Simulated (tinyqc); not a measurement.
Worked calculation: density of states of one tight-binding band on the simple cubic lattice. Values are carried at full precision from step to step, so a last printed digit may differ when a step is redone from the rounded ones.

E(k) = -2 t (c1 + c2 + c3) - 4 t2 (c1 c2 + c2 c3 + c3 c1) with ci = cos(2 pi ki); k in fractions of the reciprocal vectors, mesh k_i = j/N with j = 0 .. N-1. Densities are per cell and per spin, so the band holds one state.

Values chosen for the exercise:
- t = 0.47 eV (nearest hopping)
- t2 = -0.08 eV (second hopping)
- N = 4 (mesh points along each axis)
- bins = 6 (bins of the histogram)
- E_lo = -1.913 eV (lower end of the histogram)
- E_hi = 3.817 eV (upper end)
- E = 3.08 eV (energy at which the density is wanted)
- sigma = 0.094 eV (Gaussian width)

## Energies on the mesh

Evaluate the band at all 64 points and collect equal values.

Distinct energies:

| E_k (eV) | points |
|---|---|
| -1.8600 | 1 |
| -1.5600 | 6 |
| -1.2600 | 3 |
| -0.9400 | 12 |
| -0.3200 | 12 |
| 0.0000 | 8 |
| 0.6200 | 3 |
| 0.9400 | 12 |
| 2.2000 | 6 |
| 3.7800 | 1 |

The 64 points give 10 distinct energies between -1.8600 and 3.7800 eV; a dense mesh gives a band from -1.860 to 3.780 eV.

## Histogram

Count the points in equal bins from E_lo to E_hi; g = count/(all points x bin width).

Histogram:

| from (eV) | to (eV) | points | g (1/eV) |
|---|---|---|---|
| -1.9130 | -0.9580 | 10 | 0.1636 |
| -0.9580 | -0.0030 | 24 | 0.3927 |
| -0.0030 | 0.9520 | 23 | 0.3763 |
| 0.9520 | 1.9070 | 0 | 0.0000 |
| 1.9070 | 2.8620 | 6 | 0.0982 |
| 2.8620 | 3.8170 | 1 | 0.0164 |

Empty bins: 1 of 6; the fullest holds 24 points. Empty bins inside the band come from the coarse mesh, not from gaps.

## Gaussian broadening at one energy

Gaussian broadening: g(E) = mean over the mesh of exp(-(E - E_k)^2/(2 sigma^2))/(sigma sqrt(2 pi)), n(E) = mean of erfc((E_k - E)/(sigma sqrt 2))/2.

Sum over the distinct energies with their counts.

n(E) = 0.9844
g(E) = 0.0000 1/eV

## One tetrahedron of the mesh

For corner energies e1 <= e2 <= e3 <= e4 and eij = ei - ej, the share of the tetrahedron below E is n = (E - e1)^3/(e21 e31 e41) for e1 < E < e2; n = [e21^2 + 3 e21 x + 3 x^2 - (e31 + e42) x^3/(e32 e42)]/(e31 e41) with x = E - e2 for e2 < E < e3; n = 1 - (e4 - E)^3/(e41 e42 e43) for e3 < E < e4; its density of states is g = dn/dE.

corner energies, sorted (eV): 0.0000  0.9400  2.2000  3.7800

Find its share below E and its density of states at E.

n = 0.9798
g = 0.0867 1/eV

E lies between corners 3 and 4.

## Sum over all linear tetrahedra

Each cube of the mesh, corners numbered 0 to 7 as the binary number (i j l), is cut into six tetrahedra around the diagonal 0-7: 0137, 0157, 0237, 0267, 0457, 0467. For corner energies e1 <= e2 <= e3 <= e4 and eij = ei - ej, the share of the tetrahedron below E is n = (E - e1)^3/(e21 e31 e41) for e1 < E < e2; n = [e21^2 + 3 e21 x + 3 x^2 - (e31 + e42) x^3/(e32 e42)]/(e31 e41) with x = E - e2 for e2 < E < e3; n = 1 - (e4 - E)^3/(e41 e42 e43) for e3 < E < e4; its density of states is g = dn/dE.

Average n and g over all pieces of the mesh. The reference uses the same method with N = 36.

n(E) = 0.9979
g(E) = 0.0092 1/eV
reference n(E) = 0.985
reference g(E) = 0.035 1/eV

On this mesh the linear method errs by -0.026 1/eV in g and +0.013 in n; the Gaussian sum erred by -0.035 and 0.000.

## Checks

- States below the top of the band by the linear method against one: both 1.000000.

Run: tinyqc, `OMP_NUM_THREADS=1 python tinyqc.py 1682187 1682188 out.jsonl`; Intel(R) Xeon(R) Processor @ 2.30GHz, one thread, shared host; about 0.2 s of CPU time with all checks.
